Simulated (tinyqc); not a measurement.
Strained alloy layer of InAs and GaAs on (001) InP, model-solid band line-up: transition against well width.

The layer is x parts of the first compound and 1 - x of the second, grown coherently on the third as substrate and barrier. Rows of the table: lattice constant a, average valence level Ea on an absolute scale, spin-orbit splitting so, gaps at Gamma, X and L, hydrostatic deformation potentials av and ac (Gamma), shear potential b, elastic constants, electron and heavy-hole (along z) masses. All are interpolated linearly in x; gaps get -C x (1 - x), taken wholly in the conduction band; real line-ups can differ from this model by 0.1 eV or more.

In-plane strain e = (a_substrate - a)/a, e_z = -2 (c12/c11) e, volume change 2 e + e_z. With v = 2 e + e_z and d = 2 b (e_z - e): Eav = Ea + av v; E_hh = Eav + so/3 - d/2; E_lh = Eav - so/6 + d/4 + sqrt(so^2 + so d + 9 d^2/4)/2; E_c = Ea + so/3 + EG + ac v (Gamma). Substrate: E_v = Ea + so/3, E_c = E_v + EG. Well depths: dEc = E_c(substrate) - E_c, dEhh = E_hh - E_v(substrate), dElh likewise; strained Gamma gap E_c - max(E_hh, E_lh); positive values confine carriers in the layer. Lowest level of a finite well of width Lw and depth V: kw Lw/2 = arctan(sqrt((mw/mb)(V - E)/E)), kw = sqrt(mw E/C), C = hbar^2/(2 m0), for electrons (dEc) and heavy holes (dEhh), mb from the substrate; transition E_c - E_hh + both levels, without exciton binding; wavelength h c/E.

Parameters, values chosen for the exercise:
- x = 0.61 (fraction of the first compound in the layer)
- CG = 0.477 eV (bowing of the Gamma gap)
- CX = 1.4 eV (bowing of the X gap)
- CL = 0.33 eV (bowing of the L gap)

Constants: q = 1.602176634e-19 C, hbar = 1.054571817e-34 J s, h = 6.62607015e-34 J s, m0 = 9.1093837015e-31 kg, c = 299792458 m/s, hbar^2/(2 m0) = 0.0380998212 eV nm^2. Results are converted to the units shown.

Binary compounds, values chosen for the exercise:
```
,close to InAs,close to GaAs,close to InP
a (angstrom),6.058,5.653,5.869
Ea (eV),-6.67,-6.92,-7.04
so (eV),0.383,0.34,0.109
EG (eV),0.356,1.42,1.32
EX (eV),1.39,1.88,2.19
EL (eV),1.07,1.7,1.96
av (eV),1,1.14,1.26
ac (eV),-5.11,-7.16,-5.07
b (eV),-1.82,-1.68,-1.7
c11 (GPa),82.8,120,101
c12 (GPa),46,54.3,55.4
me (m0),0.0232,0.0678,0.0804
mh (m0),0.334,0.349,0.535
```

Transition against well width:
```
Lw (nm),electron level (meV),heavy-hole level (meV),transition energy (eV),wavelength (nm)
1.5,214.1,133.2,1.022,1213
2.1,183.0,91.49,0.9495,1306
3,145.0,57.78,0.8778,1412
4.3,106.9,34.34,0.8163,1519
6.1,74.56,19.79,0.7694,1612
8.7,48.70,10.89,0.7346,1688
12,31.57,6.182,0.7128,1740
18,17.26,2.946,0.6952,1783
25,10.17,1.590,0.6868,1805
```

What does the table show?

The wavelength rises from 1213 to 1805 nm, towards 1837 nm for E_c - E_hh alone. The electron level goes as Lw^(-0.47) in the thinnest wells, where it reaches 78.3 % of the depth dEc = 274 meV, and as Lw^(-1.61) in the widest. One monolayer (a/2) more shifts the transition by about -17 meV at Lw = 3 nm. For Lw = 25 the layer exceeds hc = 21.3 nm, the single-layer Matthews-Blakeslee thickness for this strain (a capped well tolerates about twice as much). For Lw = 1.5, 2.1 the electron level exceeds 150 meV, where non-parabolicity lowers it.

Numbers from tinyqc (`OMP_NUM_THREADS=1 python tinyqc.py 2690043 2690044 out.jsonl`; about 0.01 s on one thread of a shared Intel Xeon 2.30GHz).
